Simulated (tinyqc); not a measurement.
Pair-potential crystal by lattice sums. Convergence with the cut-off. Computed by tinyqc, a small Python program. Command: `OMP_NUM_THREADS=1 python tinyqc.py 3012316 3012317 out.jsonl pairsum sweep`. One thread of a shared host (Intel(R) Xeon(R) Processor @ 2.30GHz), about 0.04 s of CPU time with the checks.

Energy per atom E = (1/2) sum over neighbours of phi(r); d is the nearest-neighbour distance.

Inputs (values chosen for the exercise, for model atoms):
```
quantity               value      unit
well depth eps         0.218        eV
pair minimum r0         3.64  angstrom
repulsive exponent n      12         -
attractive exponent m      7         -
```

Potential: Mie n-m. Structure: fcc.

Constants: 1 eV/angstrom^3 = 160.2176634 GPa.

Method:
- phi0(r) = eps [m (r0/r)^n - n (r0/r)^m]/(n - m); shifted-force cut-off: phi(r) = phi0(r) - phi0(r_c) - (r - r_c) phi0'(r_c) for r < r_c, zero beyond.
- Shells (distance in units of d, count): fcc 1.0000 (12), 1.4142 (6), 1.7321 (24), 2.0000 (12), 2.2361 (24), 2.4495 (8), 2.6458 (48), 2.8284 (6), 3.0000 (36), 3.1623 (24); hcp 1.0000 (12), 1.4142 (6), 1.6330 (2), 1.7321 (18), 1.9149 (12), 2.0000 (6), 2.2361 (12), 2.3805 (12), 2.4495 (6), 2.5166 (6), 2.5820 (12), 2.6458 (24), 2.7080 (6), 2.8868 (12), 3.0000 (12), 3.1091 (24), 3.1623 (12); bcc 1.0000 (8), 1.1547 (6), 1.6330 (12), 1.9149 (24), 2.0000 (8), 2.3094 (6), 2.5166 (24), 2.5820 (24), 2.8284 (24), 3.0000 (32); sc 1.0000 (6), 1.4142 (12), 1.7321 (8), 2.0000 (6), 2.2361 (24), 2.4495 (24), 2.8284 (12), 3.0000 (30), 3.1623 (24); diamond 1.0000 (4), 1.6330 (12), 1.9149 (12), 2.3094 (6), 2.5166 (12), 2.8284 (24), 3.0000 (16). Volumes per atom in d^3: fcc 0.70711, hcp 0.70711, bcc 0.76980, sc 1.00000, diamond 1.53960; hcp has the ideal c/a. Every shell inside the cut-off is summed.
- Equilibrium: dE/dd = 0 at the lowest minimum with d between 0.78 r0 and 1.45 r0; B = d^2 E''(d)/(9 Omega).
- Unrelaxed vacancy: removing an atom breaks its bonds (2|E|) and placing it on the surface returns |E|, so E_v = |E|.

One run for each value:
```
cut-off r_c/r0  energy per atom (eV)  equilibrium distance d (angstrom)  bulk modulus B (GPa)
1.30                         -0.3165                             3.7237                32.929
1.48                         -0.7357                             3.6625                46.928
1.65                         -1.0159                             3.6341                56.601
1.83                         -1.2045                             3.6121                61.405
2.00                         -1.3327                             3.5988                66.220
2.18                         -1.4258                             3.5905                69.893
2.35                         -1.4861                             3.5849                71.711
2.53                         -1.5311                             3.5815                73.203
2.70                         -1.5610                             3.5789                73.949
```

Describe and explain the trends.

Over the rows, energy per atom (eV) falls from -0.316 to -1.56 (exponent d ln y / d ln x 6.5 between the first rows and 0.30 between the last); equilibrium distance d (angstrom) falls from 3.72 to 3.58 (exponent d ln y / d ln x -0.13 between the first rows and -0.011 between the last); bulk modulus B (GPa) rises from 32.9 to 73.9 (exponent d ln y / d ln x 2.7 between the first rows and 0.16 between the last). The last step still changes E by 2.0 %; the shifted force weakens every bond, by less as r_c grows.

Extremes, crossings and ranges named in words are read from the listed rows.
